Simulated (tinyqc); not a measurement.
What moves the results: Fermi-Dirac statistics of conduction electrons. A value that a table varies takes the place of the one given here.

Non-parabolic band E (1 + alpha E) = c k^2/m: n = Nc (2/sqrt(pi)) integral_0^infinity sqrt(x (1 + a x)) (1 + 2 a x) dx/(1 + exp(x - eta)) with a = alpha kT and eta = (EF - Ec)/kT; a = 0 gives n = Nc F_1/2(eta).

Constants: hbar^2/2m0 = 3.80998211 eV angstrom^2; kB = 8.617333262e-05 eV/K.

Inputs chosen for the exercise (near those of Si, lowest valleys alone; shifted at random, so the results belong to these values and not to a real crystal):
- m = 1.0618 m0 (density-of-states mass of the conduction band)
- T = 365 K
- alpha = 0.54 1/eV (non-parabolicity)
- m1 = 0.19 m0 (mass of one isotropic band with spin)
- L = 50 angstrom (confinement length used to compare densities)
- n = 3.6e+18 1/cm^3 (electron density)

## Parabolic against non-parabolic filling

N = 2 (m kB T/(4 pi c))^(3/2) with c = hbar^2/2m0, in 1/angstrom^3; times 1e24 for 1/cm^3. k_F = (3 pi^2 n)^(1/3) and the energy E0 that solves E (1 + alpha E) = c k_F^2/m give the limit of zero temperature.

EF - Ec (meV):
```
n (1/cm^3)  parabolic  non-parabolic  non-parabolic, 0 K
4.0e+18         -68.6          -70.7                 8.6
1.0e+19         -38.0          -40.3                15.8
6.0e+19          33.1           29.3                51.2
2.0e+20         109.6          100.6               110.8
6.0e+20         240.9          212.9               218.5
2.0e+21         543.6          437.0               440.4
```

How do the results move?

Non-parabolicity lowers EF by 2.1 meV at the lowest density and by 106.6 meV at the highest, where alpha (EF - Ec) = 0.24. Temperature lowers EF below its 0 K value by 79.3 meV at the lowest density and by 3.4 meV at the highest. EF enters the band between 1e+19 and 6e+19 1/cm^3.

## Dimension (statistics of electrons in three, two and one dimensions)

One band edge at E = 0, lambda = sqrt(4 pi c/(m1 kT)) with c = hbar^2/2m0. Densities with spin: n3 = (2/lambda^3) F_1/2(eta), n2 = (2/lambda^2) F_0(eta) with F_0 = ln(1 + exp(eta)), n1 = (2/lambda) F_-1/2(eta). F_j(eta) = (1/Gamma(j + 1)) integral_0^infinity x^j dx/(1 + exp(x - eta)), which tends to exp(eta) for eta << 0.

The last two columns turn the sheet and line densities into volume densities, n2/L and n1/L^2, over n3.

Densities:
```
eta  n3 (1/cm^3)  n2 (1/cm^2)  n1 (1/cm)  (n2/L)/n3  (n1/L^2)/n3
-4      5.08e+16     4.53e+10   4.04e+04       1.79         3.18
-2      3.61e+17     3.17e+11   2.76e+05       1.76         3.06
-1      9.14e+17     7.82e+11   6.57e+05       1.71         2.87
0       2.13e+18     1.73e+12   1.35e+06       1.62         2.53
1       4.39e+18     3.28e+12   2.29e+06       1.49         2.09
2       7.88e+18     5.31e+12   3.27e+06       1.35         1.66
4       1.82e+19     1.00e+13   4.88e+06       1.10         1.08
8       4.84e+19     2.00e+13   7.08e+06      0.825        0.585
```

lambda = 89.5 angstrom

What can be read from the table?

Far below the edge all three follow exp(eta), and the ratios tend to lambda/L = 1.790 and its square. From eta = 4 to 8 the densities grow by 2.67, 1.99 and 1.45, near the powers 2^(3/2), 2 and 2^(1/2) that the densities of states E^(1/2), E^0 and E^(-1/2) give. One subband serves while EF stays several kT below the second, 7.6 kT up for hard walls; rows with a larger eta, if any, overfill it.

## What moves the Fermi level

N = 2 (m kB T/(4 pi c))^(3/2) with c = hbar^2/2m0, in 1/angstrom^3; times 1e24 for 1/cm^3. Each row changes one parameter from the base and keeps the others.

Results:
```
case                parabolic EF - Ec (meV)  non-parabolic EF - Ec (meV)
base                                 -72.07                       -74.14
m = 1.168 m0                         -76.71                       -78.77
T = 415 K                            -89.04                       -91.69
n = 1.8e+18 1/cm^3                   -94.41                       -96.43
alpha = 0.81 1/eV                    -72.07                       -75.14
```

What can be read from the table?

The largest shifts from the base row, up to three for each result and ties (the steps differ in size, so this ranks the rows, not the parameters). parabolic EF - Ec (meV): n -22.34, T -16.98, m -4.64; unchanged at the printed digits by alpha. non-parabolic EF - Ec (meV): n -22.29, T -17.55, m -4.63.

(tinyqc, `OMP_NUM_THREADS=1 python tinyqc.py 1682536 1682537 out.jsonl`, Intel(R) Xeon(R) Processor @ 2.30GHz, 1 thread, shared host, about 0.01 s.)
